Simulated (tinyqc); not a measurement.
Capacitance measurement on a leaky thin oxide: effects of series resistance and leakage: one step of the calculation.

The device is a capacitance C in parallel with a leakage conductance G, in series with Rs and Ls. An impedance meter reports either a parallel pair (Cp, Gp) from Y = 1/Z = Gp + i w Cp or a series pair (Cs, Rm) from Z = Rm + 1/(i w Cs); w = 2 pi f, dissipation D = Gp/(w |Cp|).

Problem. What the meter reports. Z = Rs + i w Ls + 1/(G + i w C).

Parameters, values chosen for the exercise; values of the order met in thin-oxide MOS capacitors:

| symbol | value | unit | meaning |
|---|---|---|---|
| Rs | 280 | ohm | series resistance |
| Ls | 0 | nH | series inductance |
| f | 2e5 | Hz | measuring frequency |

C = 37.050786 pF
G = 7.9464286 uS

Find: Z; Cp; Gp; Cs; D.

Solution.

Z = (0.3842-2.0870i) x 1e4 ohm
Cp = 36.880 pF
Gp = 8.5316 uS
Cs = 38.130 pF
D = 0.18409

Cp is 0.46 % below C and Cs is 2.9 % above it; G Rs = 0.00222, w C Rs = 0.0130 and G/(w C) = 0.171.

tinyqc, about 0.01 s, one thread, Intel Xeon 2.30GHz (shared host): `OMP_NUM_THREADS=1 python tinyqc.py 2022049 2022050 out.jsonl`
